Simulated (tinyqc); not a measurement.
# Worked calculation: surface potential of a MOS transistor: implicit equation and explicit approximations

tinyqc, about 0.01 s, one thread, Intel Xeon 2.30GHz (shared host): `OMP_NUM_THREADS=1 python tinyqc.py 2122119 2122120 out.jsonl` Printed values are rounded.

p-type body, charge-sheet picture, depletion and inversion only, full ionisation (an idealisation for deep acceptors), Boltzmann statistics (rough once Na exp(x - xn) passes about Nc/7). In units of Vt: xg = (Vg - Vfb)/Vt, x = psi/Vt, G = gamma/sqrt(Vt), xn = (2 phiF + Vc)/Vt. The implicit equation is (xg - x)^2 = G^2 [x - 1 + exp(x - xn)] for x above about 3. Cox = eps0 eox/tox.

Inputs (values chosen for the exercise); band and dielectric values close to those of silicon:
- T = 250 K (temperature)
- Eg = 1.11 eV (band gap)
- eps_r = 11.5 (relative permittivity)
- Nc = 2.18e19 cm^-3 (conduction-band density of states at T)
- Nv = 2e19 cm^-3 (valence-band density of states at T)
- eox = 24.6 (relative permittivity of the gate insulator (close to zirconium oxide))
- tox = 11 nm (insulator thickness)
- Na = 1.5e18 cm^-3 (acceptor density)
- Vfb = -0.34 V (flat-band voltage)
- Vc = 0.2 V (channel-body voltage)
- Vg = 1.84 V (gate-body voltage)

Constants: q = 1.602176634e-19 C, kB = 1.380649e-23 J/K, Vt = kB T/q, eps0 = 8.8541878128e-14 F/cm where lengths are in cm. Results are converted to the units shown.

Range of the model: The electron quasi-Fermi level lies less than 2 Vt below the band edge at the surface, or above it, where degeneracy and confinement, left out, matter.

## Scales

ni = sqrt(Nc Nv) exp(-Eg/(2 Vt)), Eg in volts; phiF = Vt ln(Na/ni); gamma = sqrt(2 q eps0 eps_r Na)/Cox; VT = Vfb + Vt (xn + G sqrt(xn - 1)).

phiF = 0.498269 V
gamma = 0.353304 V^0.5
G = 2.40709
xn = 55.5410
VT = 1.23951 V
xg = 101.191

## Explicit approximation

Depletion value a = 1 + [sqrt(G^2/4 + xg - 1) - G/2]^2; inversion value b = xn + ln[(xg - xn)^2/G^2 - xn + 1] and first guess y = min(a, b) - ln(1 + exp(-|a - b|)) if a > xn + 1, else b = y = a; one second-order correction with D = exp(y - xn), p = 2 (xg - y) + G^2 (1 + D), w = (xg - y)^2 - G^2 (y - 1 + D): z = y + 2 w/(p + sqrt(p^2 - 2 (2 - G^2 D) w)), or the Newton step z = y + w/p where the root is not real.

a = 79.8210
b = 61.2617
y = 61.2617
p = 1853.60
w = -522.728
z = 60.9260

The root of the implicit equation is x = 60.9336; y misses it by 0.33 and z by -0.0076, in units of Vt.

## Starting value

x = a rounded to two decimals.

x at the start = 79.82

## Iteration 1: new x

D = exp(x - xn), f = (xg - x)^2 - G^2 (x - 1 + D), f' = -2 (xg - x) - G^2 (1 + D), x(new) = x - f/f'.

D = 3.50148e10
f = -2.02878e11
f' = -2.02878e11
x after iteration 1 = 78.82

## Iteration 2: new x

As before.

D = 1.28812e10
f = -7.46346e10
f' = -7.46346e10
x after iteration 2 = 77.8200

## Iteration 3: new x

As before.

D = 4.73874e9
f = -2.74565e10
f' = -2.74565e10
x after iteration 3 = 76.8200

## Course of the iteration

Stop when the step is below 1e-11, or after 60 iterations.

Course of the iteration:
```
iteration  x before the step       step
1                      79.82      -1.00
2                      78.82      -1.00
3                    77.8200      -1.00
4                    76.8200      -1.00
5                    75.8200      -1.00
6                    74.8200      -1.00
7                    73.8200      -1.00
8                    72.8200      -1.00
9                    71.8200      -1.00
...                      ...        ...
16                   64.8285     -0.984
17                   63.8449     -0.953
18                   62.8922     -0.869
19                   62.0229     -0.673
20                   61.3498     -0.344
21                   61.0061    -0.0700
22                   60.9360   -2.40e-3
23                   60.9336   -2.71e-6
24                   60.9336  -3.43e-12
```

Converged in 24 iterations. In 17 iterations the step is within 5 % of -1, the mark of an exponential that dominates f.

## Potential, charges and gate control

converged x = 60.9336

psi = Vt x; N_dep = Cox Vt G sqrt(x - 1)/q; N_inv = (Cox Vt G/q) [sqrt(x - 1 + exp(x - xn)) - sqrt(x - 1)]; dpsi/dVg = 1/[1 + G^2 (1 + exp(x - xn))/(2 (xg - x))].

psi = 1.31271 V
N_dep = 4.96158e12 cm^-2
N_inv = 5.7572e12 cm^-2
dpsi/dVg = 0.0592139

psi lies 5.4 Vt above 2 phiF + Vc.
